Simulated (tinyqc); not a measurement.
Straight dislocations in isotropic elasticity: fields, energies, partials, Peierls stress and walls: one step, computed by the program tinyqc. Command: `OMP_NUM_THREADS=1 python tinyqc.py 3028765 3028766 out.jsonl disloc walk`. One thread of a shared host (Intel(R) Xeon(R) Processor @ 2.30GHz), about 0.01 s of CPU time with the checks.

The line runs along z, the glide plane is y = 0, and beta is the angle between b and the line (0 screw, 90 degrees edge): b_e = b sin(beta) along +x with the extra half plane at y > 0, b_s = b cos(beta). Stress is positive in tension.

Problem. Strength from dislocations. Frank-Read source, averaged over the loop: tau = G b/(2 pi l) [(1 - nu/2)/(1 - nu)] ln(l/r0). Taylor hardening: tau = 0.3 G b sqrt(rho).

Inputs (values chosen for the exercise, modelled on nickel):
```
quantity                   value      unit
shear modulus G             79.9       GPa
Poisson ratio nu           0.311         -
Burgers vector b           2.492  angstrom
dislocation density rho  1.4e+12     1/m^2
core radius r0/b               1         -
source length l               55        nm
```

Give: Frank-Read stress; Taylor stress.

Solution.

Frank-Read stress = 381.13 MPa

Taylor stress = 7.0677 MPa
